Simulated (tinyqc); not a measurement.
Shallow acceptor in the spherical model (Baldereschi-Lipari), strong spin-orbit limit. Changing the Luttinger gamma_1. Computed by tinyqc, a small Python program. Command: `OMP_NUM_THREADS=1 python tinyqc.py 3012932 3012933 out.jsonl acceptor sweep`. One thread of a shared host (Intel(R) Xeon(R) Processor @ 2.30GHz), about 0.02 s of CPU time with the checks.

The 1S(3/2) state has an s envelope f(r) and a d envelope g(r). In effective units they obey -(f'' + 2f'/r + 2f/r) + mu (g'' + 5g'/r + 3g/r^2) = E f and -(g'' + 2g'/r - 6g/r^2 + 2g/r) + mu (f'' - f'/r) = E g. The cubic term, the split-off band and the central cell are left out.

Inputs (values chosen for the exercise, modelled on ZnSe):
```
quantity                 value  unit
Luttinger gamma_2         1.25     -
Luttinger gamma_3         1.66     -
dielectric constant eps   8.98     -
spin-orbit gap Delta_so    417   meV
```

Constants: Ry = 13.605693123 eV; a_0 = 0.529177210903 angstrom.

Method:
- Ry* = Ry/(gamma_1 eps^2), a* = a_0 eps gamma_1, mu = (6 gamma_3 + 4 gamma_2)/(5 gamma_1), delta = (gamma_3 - gamma_2)/gamma_1; spherical masses 1/(gamma_1 (1 - mu)) (heavy) and 1/(gamma_1 (1 + mu)) (light).
- Basis: f_i = exp(-zeta_i r), g_i = r exp(-zeta_i r), weight r^2 dr, s = zeta_i + zeta_j. S_ff = 2/s^3, H_ff = zeta_i zeta_j S_ff - 2/s^2; S_gg = 24/s^5, H_gg = 8/s^3 + 24 zeta_i zeta_j/s^5 - 12/s^4; H(f_i, g_j) = mu (6 zeta_i^2/s^4 + 2 zeta_i/s^3); S_fg = 0. Each function is normalised by sqrt(S_ii).
- Large basis: zeta_i = 0.08 x 1.55^(i-1), i = 1..20 in each channel; overlap eigenvalues below 1e-11 are dropped.
- Binding energies are -E Ry*; the mass that fits is E(1S) eps^2/Ry.

One run for each value:
```
Luttinger gamma_1  1S(3/2) binding energy (meV)  d weight of 1S(3/2)       mu  Ry* (meV)
3.25                                     306.58              0.40889  0.92062     51.914
3.79                                     110.00              0.28970  0.78945     44.517
4.42                                      66.99              0.20766  0.67692     38.172
5.16                                      47.51              0.14958  0.57984     32.698
6.02                                      36.26              0.10843  0.49701     28.027
7.02                                      28.82              0.07896  0.42621     24.034
8.19                                      23.45              0.05759  0.36532     20.601
9.55                                      19.39              0.04214  0.31330     17.667
```

Over the rows, 1S(3/2) binding energy (meV) falls from 307 to 19.4 (exponent d ln y / d ln x -6.7 between the first rows and -1.2 between the last); d weight of 1S(3/2) falls from 0.409 to 0.0421 (exponent d ln y / d ln x -2.2 between the first rows and -2.0 between the last); mu falls from 0.921 to 0.313 (exponent d ln y / d ln x about -1.0 throughout).

Caution (rows 3.25, 3.79): the binding exceeds a fifth of the spin-orbit gap Delta_so, so the split-off band, left out, matters. Caution (rows 3.25, 3.79): the orbit is only a few bond lengths wide, so central-cell terms matter.
